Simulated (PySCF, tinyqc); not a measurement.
Inside a calculation. Method: G0W0 on RHF in the sto-6g basis, for H3-, spin multiplicity 1. The basis has no diffuse functions, so it cannot describe the extra electron: this is an exercise in the method, not the real anion. The lowest restricted solution is unstable here: a spin-polarised one lies 0.1472 hartree lower (PySCF). One step of it, computed by the program tinyqc.

Question. Iteration 3 (converged): orbitals. Diagonalise F' = X^T F X, C = X C', fill 2 alpha and 2 beta electrons from the bottom; D = 2 C_occ C_occ^T. Each column has its largest component positive (the first on a tie).

converged F (hartree), lower triangle:
```
           1H 1s      2H 1s     3H 1s
1H 1s   0.049809
2H 1s  -0.343602   0.049809
3H 1s  -0.222299  -0.222299  0.099007
```

X, lower triangle:
```
           1H 1s      2H 1s     3H 1s
1H 1s   1.303304
2H 1s  -0.317685   1.303304
3H 1s  -0.317288  -0.317288  1.303035
```

Give: F' = X^T F X; orbital energies; coefficients C; D after iteration 3.

Answer.

F' = X^T F X (hartree), lower triangle:
```
        1       2      3
1   0.523
2  -0.511   0.523
3  -0.279  -0.279  0.477
```

orbital energies (hartree): MO1 -0.214, MO2 0.703, MO3 1.034

coefficients C:
```
         MO1     MO2     MO3
1H 1s  0.447  -0.622   1.146
2H 1s  0.447  -0.622  -1.146
3H 1s  0.258   1.354   0.000
```

D after iteration 3, lower triangle:
```
        1H 1s   2H 1s  3H 1s
1H 1s   1.173
2H 1s   1.173   1.173
3H 1s  -1.452  -1.452  3.798
```
